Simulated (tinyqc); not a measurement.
Worked calculation: Hubbard chain of 3 sites. Computed by tinyqc, a small Python program that keeps every step. Settings: hopping = 1.97, U = 7.1, mixing = 1, iteration cap = 61. Command: `OMP_NUM_THREADS=1 python tinyqc.py 20437 20438 out.jsonl` (the two numbers bound the seeds that draw the settings). One thread of a shared host (Intel(R) Xeon(R) Processor @ 2.60GHz), about 0.2 s of CPU time with the checks. Later iterations appear only in the table of the cycle.

## Mean-field iteration 1

one-body matrix (hopping and site energies) (eV):
```
           1          2          3
1   0.000000  -1.970000   0.000000
2  -1.970000   0.000000  -1.970000
3   0.000000  -1.970000   0.000000
```

U = 7.100000 eV

electrons, up and down: 2  2

mixing = 1

n(up) at the start (a guess, not normalised): 1 0.667000, 2 0.667000, 3 0.667000

n(down) at the start (a guess): 1 0.667000, 2 0.667000, 3 0.667000

H(up) = T + U n(down), H(down) = T + U n(up); fill the lowest levels; n(new) = n + mixing (n(out) - n); E = tr T (rho up + rho down) + U sum n_up n_down of the output.

levels, up (eV): 1.949699  4.735700  7.521701

levels, down (eV): 1.949699  4.735700  7.521701

energy = 4.190499 eV

n(up) after iteration 1: 1 0.750000, 2 0.500000, 3 0.750000

n(down) after iteration 1: 1 0.750000, 2 0.500000, 3 0.750000

## Mean-field iteration 2

As before.

levels, up (eV): 1.513555  5.325000  7.361445

levels, down (eV): 1.513555  5.325000  7.361445

energy = 4.159904 eV

n(up) after iteration 2: 1 0.674118, 2 0.651764, 3 0.674118

n(down) after iteration 2: 1 0.674118, 2 0.651764, 3 0.674118

## Mean-field iteration 3

As before.

levels, up (eV): 1.919751  4.786237  7.494012

levels, down (eV): 1.919751  4.786237  7.494012

energy = 4.144378 eV

n(up) after iteration 3: 1 0.742882, 2 0.514236, 3 0.742882

n(down) after iteration 3: 1 0.742882, 2 0.514236, 3 0.742882

## Convergence

Each step fills the lowest levels of T + U n(other spin) and sets n(new) = n + mixing (n(out) - n); stop when output and input agree to 1e-8.

Course of the cycle:
```
iteration      E (eV)  largest |n(out) - n(in)|  mean |n_up - n_down|
1          4.19049856                  1.67e-01              0.000000
2          4.15990387                  1.52e-01              0.000000
3          4.14437763                  1.38e-01              0.000000
4          4.12473953                  1.26e-01              0.000000
5          4.11393980                  1.14e-01              0.000000
6          4.10100549                  1.05e-01              0.000000
7          4.09339309                  9.54e-02              0.000000
8          4.08471588                  8.74e-02              0.000000
9          4.07930853                  7.99e-02              0.000000
10         4.07340847                  7.33e-02              0.000000
11         4.06955056                  6.70e-02              0.000000
...               ...                       ...                   ...
51         4.04645533                  2.20e-03              0.000000
52         4.04646339                  2.41e-03              0.000000
53         4.04649582                  3.36e-03              0.000000
54         4.04660302                  5.10e-03              0.000000
55         4.04693016                  8.17e-03              0.000000
56         4.04794083                  1.36e-02              0.000000
57         4.05097485                  2.31e-02              0.000000
58         4.06024197                  3.99e-02              0.000000
59         4.08768057                  6.79e-02              0.000000
60         4.16784892                  1.19e-01              0.000000
61         4.37846758                  1.99e-01              0.000000
```

Not converged within 61 iterations: the residual wanders without falling. The lowest mean-field energy found from random starts is 3.73238 eV. Reruns (cap 100 unless said): mixing 0.2: converged in 48 to a higher stationary point (E = 4.04642); mixing 0.5: converged in 17 to a higher stationary point (E = 4.04642); mixing 0.9: not converged; the original settings with a cap of 400: not converged.

## The many-body Hamiltonian

Basis: all placements (u, d, 2, 0 on each site), up operators ordered before down ones; hops carry the sign of the same-spin electrons passed.

H (eV):
```
           220        2ud        u2d        2du        202        ud2        d2u        du2
220  14.200000  -1.970000   0.000000  -1.970000   0.000000   0.000000   0.000000   0.000000
2ud  -1.970000   7.100000  -1.970000   0.000000  -1.970000   0.000000   0.000000   0.000000
u2d   0.000000  -1.970000   7.100000   0.000000   0.000000  -1.970000   0.000000   0.000000
2du  -1.970000   0.000000   0.000000   7.100000  -1.970000   0.000000  -1.970000   0.000000
202   0.000000  -1.970000   0.000000  -1.970000  14.200000  -1.970000   0.000000  -1.970000
ud2   0.000000   0.000000  -1.970000   0.000000  -1.970000   7.100000   0.000000   0.000000
d2u   0.000000   0.000000   0.000000  -1.970000   0.000000   0.000000   7.100000  -1.970000
du2   0.000000   0.000000   0.000000   0.000000  -1.970000   0.000000  -1.970000   7.100000
022   0.000000   0.000000   0.000000   0.000000   0.000000  -1.970000   0.000000  -1.970000

           022
220   0.000000
2ud   0.000000
u2d   0.000000
2du   0.000000
202   0.000000
ud2  -1.970000
d2u   0.000000
du2  -1.970000
022  14.200000
```

## Exact diagonalisation (9 states)

Lowest levels of the sector, and the double occupancy of the lowest state.

lowest levels (eV): 3.077119  4.313999  6.137318  7.100000  8.510442  9.886001

double occupancy per site = 0.370950

## The lowest level by Lanczos steps

From a random start vector (not printed): a_j = <q_j|H|q_j>, b_j = norm of the remainder after orthogonalising; the Ritz value is the lowest eigenvalue of the tridiagonal matrix of a and b so far.

Lanczos:
```
j   a_j (eV)  b_j (eV)  lowest Ritz value (eV)
1   8.717769  5.480352              8.71776859
2  10.248109  3.052897              3.94942743
3   9.706609  3.497092              3.27758611
4  12.655337  2.687697              3.12236726
5   7.869869  2.130918              3.08714680
6  12.156812  3.863440              3.08205950
7   7.383125  1.762372              3.07812730
8   9.341399  0.280754              3.07712253
9   7.120970  8.87e-11              3.07711859
```
